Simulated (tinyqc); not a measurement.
# Quantum limit of the contact resistance of a two-dimensional channel: total resistance against length

Parabolic band with gv valleys, C = hbar^2/(2 m0), eta = (EF - Ec)/(kB T). Landauer picture: each mode conducts 2 q^2/h, and the contacts and the channel add incoherently in series, 1/Tt - 1 = 2 (1/tc - 1) + L/lam for the total transmission Tt.

n = N ln(1 + exp(eta)), N = gv m kB T/(2 pi C); modes per width M = gv sqrt(m kB T/C) Fm(eta)/(2 sqrt(pi)), Fm(x) = (1/sqrt(pi)) int_0^infinity u^(-1/2)/(1 + exp(u - x)) du; at zero temperature M0 = gv kF/pi, kF = sqrt(2 pi n/gv). kB T in eV. RQ = (h/2q^2)/M for the whole device, R = RQ/Tt; the part of one contact is Rc = RQ (1/tc - 1/2) and the channel adds RQ L/lam.

Parameters, values chosen for the exercise:

| symbol | value | unit | meaning |
|---|---|---|---|
| T | 77 | K | temperature |
| m | 0.37 | m0 | mass |
| gv | 1 |  | valleys |
| n | 4.7e13 | cm^-2 | carrier density |
| tc | 1 |  | transmission of each contact |
| lam | 18 | nm | back-scattering length of the channel |

Constants: q = 1.602176634e-19 C, kB = 1.380649e-23 J/K, hbar = 1.054571817e-34 J s, h = 6.62607015e-34 J s, m0 = 9.1093837015e-31 kg, Vt = kB T/q, hbar^2/(2 m0) = 0.0380998212 eV nm^2. Results are converted to the units shown.

Result of one run:
```
L (nm)	R (ohm um)	share of the contacts (%)
2.2	26.484	89.109
```

What becomes of these results when the channel length L is changed from 2.2 to 110 nm, all else the same?

Result of the changed run:
```
L (nm)	R (ohm um)	share of the contacts (%)
110	167.82	14.062
```

The whole series:
```
L (nm)	R (ohm um)	share of the contacts (%)
2.2	26.484	89.109
4.7	29.762	79.295
10	36.710	64.286
23	53.754	43.902
50	89.153	26.471
110	167.82	14.062
240	338.26	6.9767
530	718.47	3.2847
```

R is a straight line in L with intercept 2 Rc = 23.6 ohm um; the share of the contacts falls from 89.1 to 3.28 % and is one half at L = lam (2/tc - 1) = 18.0 nm. In every row EF lies more than 0.3 eV above Ec, where real bands are no longer parabolic.

Program tinyqc, `OMP_NUM_THREADS=1 python tinyqc.py 2760008 2760009 out.jsonl`; Intel Xeon 2.30GHz, shared host, one thread, about 0.01 s.
